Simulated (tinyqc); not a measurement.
Plane-wave Kohn-Sham cycle with exchange-only LDA in a layered model solid, step by step. Computed by tinyqc, a small Python program that keeps every step. Settings: points = 16, plane-wave index or count = 3, electrons = 2, k points = 2, area = 28.0, mixing = 0.8, iteration cap = 69. Command: `OMP_NUM_THREADS=1 python tinyqc.py 24993 24994 out.jsonl` (the two numbers bound the seeds that draw the settings). One thread of a shared host (Intel(R) Xeon(R) Processor @ 2.60GHz), about 0.01 s of CPU time with the checks. Later iterations appear only in the table of the cycle.

## Iteration 1: potential

A solid whose potential varies along x alone (atomic units):
```
parameter                      value
period a                    4.300000
cross-section of the cell  28.000000
electrons per cell                 2
grid points                       16
plane waves -n..n, n               3
k points                           2
V1 in V1 cos(2 pi x/a)     -0.500000
V2 in V2 cos(4 pi x/a)     -0.090000
```

density at the start, on the grid x_j = j a/N (e/bohr^3): 0.01661130  0.01661130  0.01661130  0.01661130  0.01661130  0.01661130  0.01661130  0.01661130  0.01661130  0.01661130  0.01661130  0.01661130  0.01661130  0.01661130  0.01661130  0.01661130

V_H(G) = 4 pi rho(G)/G^2 for G != 0 (uniform background); v_x = -(3 rho/pi)^(1/3); V = V_ext + V_H + v_x; Fourier components f(G_m) = (1/N) sum_j f(x_j) exp(-i G_m x_j).

Potentials on the grid (hartree):
```
x             V_ext       V_H        v_x          V
0.000000  -0.590000  0.000000  -0.251261  -0.841261
0.268750  -0.525579  0.000000  -0.251261  -0.776840
0.537500  -0.353553  0.000000  -0.251261  -0.604814
0.806250  -0.127702  0.000000  -0.251261  -0.378963
1.075000   0.090000  0.000000  -0.251261  -0.161261
1.343750   0.254981  0.000000  -0.251261   0.003720
1.612500   0.353553  0.000000  -0.251261   0.102292
1.881250   0.398300  0.000000  -0.251261   0.147039
2.150000   0.410000  0.000000  -0.251261   0.158739
2.418750   0.398300  0.000000  -0.251261   0.147039
2.687500   0.353553  0.000000  -0.251261   0.102292
2.956250   0.254981  0.000000  -0.251261   0.003720
3.225000   0.090000  0.000000  -0.251261  -0.161261
3.493750  -0.127702  0.000000  -0.251261  -0.378963
3.762500  -0.353553  0.000000  -0.251261  -0.604814
4.031250  -0.525579  0.000000  -0.251261  -0.776840
```

V(G_m), m = 0, 1, 2, ... (hartree): -0.251261  -0.250000  -0.045000  0.000000  0.000000  0.000000  0.000000

## Iteration 1: Hamiltonian at one k

k = 0.250000 2 pi / a

H(m,m') = (k + G_m)^2/2 delta + V(G_m - G_m'), with V(-G) = V(G).

H (hartree):
```
           -3         -2         -1         +0         +1         +2         +3
-3   7.822172  -0.250000  -0.045000   0.000000   0.000000   0.000000   0.000000
-2  -0.250000   3.018146  -0.250000  -0.045000   0.000000   0.000000   0.000000
-1  -0.045000  -0.250000   0.349242  -0.250000  -0.045000   0.000000   0.000000
+0   0.000000  -0.045000  -0.250000  -0.184538  -0.250000  -0.045000   0.000000
+1   0.000000   0.000000  -0.045000  -0.250000   1.416804  -0.250000  -0.045000
+2   0.000000   0.000000   0.000000  -0.045000  -0.250000   5.153268  -0.250000
+3   0.000000   0.000000   0.000000   0.000000  -0.045000  -0.250000  11.024856
```

## Iteration 1: levels at that k

Diagonalise the Hermitian matrix.

eigenvalues (hartree): -0.325490  0.426804  1.438996  3.029031  5.159719  7.835285  11.035604

## Iteration 1: new density

Motion across x is left out: the lowest 1 band(s) hold two electrons at each of the k points (j + 1/2)/nk - 1/2. Residual R = rho(out) - rho(in); rho(new) = rho(in) + 0.8 R. rho(out) = 2/(a A nk) sum |psi|^2 with psi = sum c exp(i G x). Harris energy E = band energy - dV sum rho (V_H/2 + v_x) + (3/4) dV sum rho v_x with rho(in), dV = a A/N, band energy = (2/nk) sum of the filled levels.

rho(out) (e/bohr^3): 0.03665288  0.03407480  0.02758732  0.01988945  0.01322482  0.00848081  0.00554562  0.00400012  0.00352197  0.00400012  0.00554562  0.00848081  0.01322482  0.01988945  0.02758732  0.03407480

density after iteration 1 (e/bohr^3): 0.03264456  0.03058210  0.02539212  0.01923382  0.01390211  0.01010691  0.00775876  0.00652235  0.00613984  0.00652235  0.00775876  0.01010691  0.01390211  0.01923382  0.02539212  0.03058210

energy per cell = -0.52535014 hartree

## Iteration 2: potential

As before.

Potentials on the grid (hartree):
```
x             V_ext        V_H        v_x          V
0.000000  -0.590000   0.079999  -0.314722  -0.824724
0.268750  -0.525579   0.072883  -0.307950  -0.760646
0.537500  -0.353553   0.053328  -0.289439  -0.589664
0.806250  -0.127702   0.025875  -0.263843  -0.365670
1.075000   0.090000  -0.004026  -0.236783  -0.150809
1.343750   0.254981  -0.031587  -0.212910   0.010484
1.612500   0.353553  -0.053354  -0.194949   0.105250
1.881250   0.398300  -0.067171  -0.183989   0.147140
2.150000   0.410000  -0.071894  -0.180320   0.157786
2.418750   0.398300  -0.067171  -0.183989   0.147140
2.687500   0.353553  -0.053354  -0.194949   0.105250
2.956250   0.254981  -0.031587  -0.212910   0.010484
3.225000   0.090000  -0.004026  -0.236783  -0.150809
3.493750  -0.127702   0.025875  -0.263843  -0.365670
3.762500  -0.353553   0.053328  -0.289439  -0.589664
4.031250  -0.525579   0.072883  -0.307950  -0.760646
```

V(G_m), m = 0, 1, 2, ... (hartree): -0.242173  -0.245658  -0.045665  0.000031  0.000017  0.000000  0.000000

## Iteration 2: Hamiltonian at one k

k = 0.250000 2 pi / a

As before.

H (hartree):
```
           -3         -2         -1         +0         +1         +2         +3
-3   7.831260  -0.245658  -0.045665   0.000031   0.000017   0.000000   0.000000
-2  -0.245658   3.027234  -0.245658  -0.045665   0.000031   0.000017   0.000000
-1  -0.045665  -0.245658   0.358330  -0.245658  -0.045665   0.000031   0.000017
+0   0.000031  -0.045665  -0.245658  -0.175450  -0.245658  -0.045665   0.000031
+1   0.000017   0.000031  -0.045665  -0.245658   1.425892  -0.245658  -0.045665
+2   0.000000   0.000017   0.000031  -0.045665  -0.245658   5.162356  -0.245658
+3   0.000000   0.000000   0.000017   0.000031  -0.045665  -0.245658  11.033943
```

## Iteration 2: levels at that k

As before.

eigenvalues (hartree): -0.312355  0.433899  1.447360  3.037781  5.168608  7.843937  11.044334

## Iteration 2: new density

As before.

rho(out) (e/bohr^3): 0.03644807  0.03390191  0.02749179  0.01987825  0.01327600  0.00856556  0.00564280  0.00409947  0.00362113  0.00409947  0.00564280  0.00856556  0.01327600  0.01987825  0.02749179  0.03390191

density after iteration 2 (e/bohr^3): 0.03568737  0.03323794  0.02707185  0.01974936  0.01340122  0.00887383  0.00606599  0.00458405  0.00412487  0.00458405  0.00606599  0.00887383  0.01340122  0.01974936  0.02707185  0.03323794

energy per cell = -0.52006765 hartree

## Convergence

Stop when sqrt(dV sum R^2) is below 1e-8, dV = a A/N.

Course of the cycle:
```
iteration  E (hartree)  norm of the residual
1          -0.52535014              1.28e-01
2          -0.52006765              2.43e-02
3          -0.52011646              4.86e-03
4          -0.52012563              1.00e-03
5          -0.52012615              2.09e-04
6          -0.52012617              4.37e-05
7          -0.52012617              9.15e-06
8          -0.52012617              1.92e-06
9          -0.52012617              4.04e-07
10         -0.52012617              8.54e-08
11         -0.52012617              1.81e-08
12         -0.52012617              3.84e-09
```

Converged in 12 iterations. Before convergence this energy mixes input and output and is not variational, so it may rise towards its limit.
